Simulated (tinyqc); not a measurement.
Stacked nanosheet transistor, parasitic resistance, capacitance and delay: one step of the calculation.

Ns sheets share one contact on top; each has perimeter p = 2 (Ws + ts) and cross-section A = Ws ts; contact width Wc = Ws + 10 nm, stack height Hs = Ns pv. Sheet 1 is the top one. Contact length Lc = CPP - Lg - 2 Lsp, shared by two neighbouring gates. Source and drain sides are equal. The formulas are first-order estimates, not field solutions.

Question. Sheet currents at Vgs = Vdd, Vds = Vdd/2. One sheet: I = p Q vx u/(1 + |u|^1.8)^(1/1.8), Q = Cinv n Vt ln(1 + exp((Vg' - VT + dl Vd')/(n Vt))), u = Vd' mu/(vx Lg), Vg' = Vgs - v, Vd' = Vds - 2 v, with the drop on each side v_j = Rc sum I + rv (sum over levels k = 2..j of the current of sheets k..Ns) + Rx I_j. I(new) = I + 0.5 (I(out) - I).

Inputs (values chosen for the exercise); values close to those of silicon logic devices:
- T = 300 K (temperature)
- Ws = 50 nm (sheet width)
- ts = 7 nm (sheet thickness)
- rv = 193 ohm (vertical resistance between sheet levels)
- Lg = 14 nm (gate length)
- Cinv = 3.3 uF/cm^2 (inversion capacitance)
- vx = 1.1e7 cm/s (injection velocity)
- mu = 340 cm^2/(V s) (apparent mobility)
- VT = 0.21 V (threshold at zero drain voltage)
- dl = 0.067 V/V (barrier lowering)
- n = 1.13 (subthreshold factor)
- Vdd = 0.65 V (supply voltage)

Constants: q = 1.602176634e-19 C, kB = 1.380649e-23 J/K, Vt = kB T/q. Results are converted to the units shown.

I after iteration 1 (uA): sheet 1 94.050244, sheet 2 94.050244, sheet 3 94.050244
Rc = 229.40477 ohm
Rx = 146 ohm

Wanted: drop v; I(out); I after iteration 2.

Answer.

drop v (mV): sheet 1 78.458, sheet 2 114.76, sheet 3 132.91
I(out) (uA): sheet 1 146.73, sheet 2 120.63, sheet 3 98.522
I after iteration 2 (uA): sheet 1 120.39, sheet 2 107.34, sheet 3 96.286

Computed by the program tinyqc: `OMP_NUM_THREADS=1 python tinyqc.py 2170048 2170049 out.jsonl`, one thread of a shared Intel Xeon 2.30GHz, about 0.08 s for the whole run.
